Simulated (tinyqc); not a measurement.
# Charge-trap memory cell: two studies

Channel, tunnel oxide, storage layer, blocking layer, gate. N electrons per area sit in a sheet at the centroid and shift the threshold by U = (q/eps0) N (tb/eb + xc tn/en). EOT = t1 + 3.9 (tn/en + tb/eb); tunnel field F = (Vg - U)/EOT; dN/dt = eta (J/q)(1 - N/Nm). Fowler-Nordheim: J = A F^2 exp(-B/F), A = q^2/(16 pi^2 hbar mo phi) (times 1e14 for A/cm^2 with F in V/nm, emitter mass m0), B = (4/3) sqrt(mo/C) phi^1.5, C = hbar^2/(2 m0).

Values chosen for this exercise; oxide values close to those of silicon dioxide, storage layer close to silicon nitride, blocking layer close to aluminium oxide: tunnel barrier phi = 3.06 eV; tunnelling mass mo = 0.43 m0; tunnel oxide (permittivity 3.9) t1 = 4.3 nm; storage layer tn = 8.3 nm; its relative permittivity en = 7.4; blocking layer tb = 14.4 nm; its relative permittivity eb = 9; charge centroid, share of tn counted from the blocking side xc = 0.38; capture efficiency of an empty layer eta = 0.33; trap density Nm = 1.2e13 cm^-2; gate voltage less flat band and surface potential Vg = 18.9 V.

Constants: q = 1.602176634e-19 C, hbar = 1.054571817e-34 J s, m0 = 9.1093837015e-31 kg, eps0 = 8.8541878128e-14 F/cm where lengths are in cm, hbar^2/(2 m0) = 0.0380998212 eV nm^2. Results are converted to the units shown.

Each table varies one quantity; the others keep the values above.

## Effect of the gate voltage

After 1e-5 s. The rate equation is integrated from N = 0 to the digits shown; blocking field (3.9 F + q N/eps0)/eb.

Effect of the gate voltage:
```
Vg (V)	N/Nm	U (V)	F (V/nm)	blocking field (V/nm)
16.9	0.1096	0.4824	1.101	0.5035
17.8	0.2269	0.9982	1.127	0.5429
18.6	0.3547	1.560	1.142	0.5807
19.5	0.5063	2.227	1.158	0.6240
20.3	0.6380	2.807	1.173	0.6622
21.2	0.7743	3.407	1.193	0.7038
22	0.8772	3.859	1.216	0.7387
22.9	0.9597	4.223	1.252	0.7742
```

What does the comparison show, and why?

U rises from 0.482 to 4.22 V; the slope between neighbouring rows is at most 0.741 and 0.404 between the last two rows. In the upper rows it falls short of the 1 of a floating gate because capture weakens as the traps fill (96.0 % in the last row); where little charge has entered in the time given, the slope is small in any case. The blocking field reaches 7.74 MV/cm, where electrons may escape to the gate, which the model leaves out.

## Threshold shift against programming time

Same model as above.

Results:
```
t (s)	N/Nm	U (V)	F (V/nm)	blocking field (V/nm)
1.2e-7	0.02201	0.09685	1.261	0.5516
6.5e-7	0.09467	0.4165	1.239	0.5599
1.8e-5	0.4828	2.124	1.125	0.6039
9.6e-5	0.6879	3.026	1.064	0.6272
0.0005	0.8524	3.750	1.016	0.6458
0.0026	0.9640	4.241	0.9829	0.6585
0.014	0.9996	4.398	0.9724	0.6625
0.074	1.000	4.400	0.9722	0.6626
```

Estimate the missing row, t = 3.4e-6 s.

Computed row:
```
t (s)	N/Nm	U (V)	F (V/nm)	blocking field (V/nm)
3.4e-6	0.2635	1.159	1.190	0.5790
```

With this row back in the table: U rises from 0.0968 to 4.40 V, by 0.002 V a decade at the end. The traps are 100 % full, so filling caps the shift at 4.40 V. The blocking field reaches 6.63 MV/cm, where electrons may escape to the gate, which the model leaves out.

Range of the model: The Fowler-Nordheim form needs F t1 above phi; trap-assisted paths and leakage through the blocking layer are left out.

Numbers from tinyqc (`OMP_NUM_THREADS=1 python tinyqc.py 2130172 2130173 out.jsonl`; about 0.1 s on one thread of a shared Intel Xeon 2.30GHz).
